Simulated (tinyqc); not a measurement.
# A spin-degenerate level with charging energy between two leads, rate equations: what changes with what

States 0, up, down and 2 with energies 0, e1 - Ez/2, e1 + Ez/2 and 2 e1 + U. mu_L = +V/2, mu_R = -V/2 (meV), f(x) = 1/(1 + exp(x/kB T)). A transition that adds one electron of given spin at the energy E has the rate G f(E - mu) from each lead, and its reverse G [1 - f(E - mu)]. I counts electrons leaving the left lead, times q.

Values chosen for this exercise:

| symbol | value | unit | meaning |
|---|---|---|---|
| U | 8 | meV | charging energy of the second electron |
| e1 | 3.63 | meV | level |
| GL | 0.23 | 1/ns | tunnel rate to the left lead |
| GR | 0.23 | 1/ns | tunnel rate to the right lead |
| T | 1.3 | K | temperature |
| Ez | 0 | meV | Zeeman splitting |

Constants: q = 1.602176634e-19 C, kB = 1.380649e-23 J/K, Vt = kB T/q. Results are converted to the units shown.

Each table varies one quantity; the others keep the values above.

## Effect of unequal tunnel rates

Here e1 = 2 meV, Ez = 0 and V = +/- 12 mV, so that only the 0-1 transitions lie in the window. Transition energies: 0-up e1 - Ez/2, 0-down e1 + Ez/2, up-2 e1 + U + Ez/2, down-2 e1 + U - Ez/2. dp/dt = W p; W_ji is the rate from state i to j, and each column sums to zero. Steady state: W p = 0 with sum p = 1. I = q GL sum over transitions i-j of [fL p_i - (1 - fL) p_j].

Result of one run:

| GR (1/ns) | I at +V (pA) | I at -V (pA) | \|I(+V)/I(-V)\| | (GL + 2 GR)/(2 GL + GR) |
|---|---|---|---|---|
| 2 | 59.919 | -34.846 | 1.7195 | 1.7195 |

What becomes of these results when the tunnel rate to the right lead GR is changed from 2 to 4.4 1/ns, all else the same?

Result of the changed run:

| GR (1/ns) | I at +V (pA) | I at -V (pA) | \|I(+V)/I(-V)\| | (GL + 2 GR)/(2 GL + GR) |
|---|---|---|---|---|
| 4.4 | 66.724 | -35.911 | 1.8580 | 1.8580 |

The whole series:

| GR (1/ns) | I at +V (pA) | I at -V (pA) | \|I(+V)/I(-V)\| | (GL + 2 GR)/(2 GL + GR) |
|---|---|---|---|---|
| 0.015 | 2.3274 | -4.2519 | 0.54737 | 0.54737 |
| 0.033 | 4.9333 | -8.2166 | 0.60041 | 0.60041 |
| 0.075 | 10.332 | -14.546 | 0.71028 | 0.71028 |
| 0.17 | 19.887 | -21.981 | 0.90476 | 0.90476 |
| 0.38 | 33.341 | -28.289 | 1.1786 | 1.1786 |
| 0.87 | 48.210 | -32.548 | 1.4812 | 1.4812 |
| 2 | 59.919 | -34.846 | 1.7195 | 1.7195 |
| 4.4 | 66.724 | -35.911 | 1.8580 | 1.8580 |

The ratio of the two currents rises from 0.547 to 1.86 and agrees with the last column to better than 0.01 %. An empty dot can be filled with either spin but a filled one empties in one way, so I = 2 q G_in G_out/(2 G_in + G_out): the current is larger when the slower junction is the entrance.

## Current against bias

Same model as above.

Current against bias:

| V (mV) | I (pA) | I (GL + GR)/(q GL GR) | mean number | p(2) |
|---|---|---|---|---|
| 0.8 | 1.107e-11 | 6.009e-13 | 3.009e-13 | 2.19e-57 |
| 3.04 | 2.435e-7 | 1.322e-8 | 6.608e-9 | 1.06e-48 |
| 5.27 | 0.005117 | 2.777e-4 | 1.388e-4 | 4.67e-40 |
| 7.51 | 20.16 | 1.094 | 0.5472 | 4.04e-32 |
| 9.75 | 24.57 | 1.333 | 0.6667 | 1.08e-27 |
| 11.99 | 24.57 | 1.333 | 0.6667 | 2.38e-23 |
| 14.22 | 24.57 | 1.333 | 0.6667 | 5.00e-19 |
| 16.46 | 24.57 | 1.333 | 0.6667 | 1.10e-14 |
| 18.7 | 24.57 | 1.333 | 0.6667 | 2.41e-10 |
| 20.93 | 24.57 | 1.333 | 0.6667 | 5.07e-6 |
| 23.17 | 28.36 | 1.539 | 0.7695 | 0.0771 |
| 25.41 | 36.85 | 2.000 | 1.000 | 0.250 |
| 27.65 | 36.85 | 2.000 | 1.000 | 0.250 |

The scaled current rises from 6.01e-13 to 2.00. A transition enters the bias window when V = 2 |E|: at 7.26, 23.3 mV, each step a few kB T = 0.112 meV wide. With all four transitions inside, the scaled current tends to 2 and the mean number to 2 GL/(GL + GR) = 1.00; the last row has 2.00 and 1.00.

Range of the model: Rate equations need hbar G well below kB T; cotunnelling and the Kondo effect are left out.

Program tinyqc, `OMP_NUM_THREADS=1 python tinyqc.py 2780026 2780027 out.jsonl`; Intel Xeon 2.30GHz, shared host, one thread, about 0.01 s.
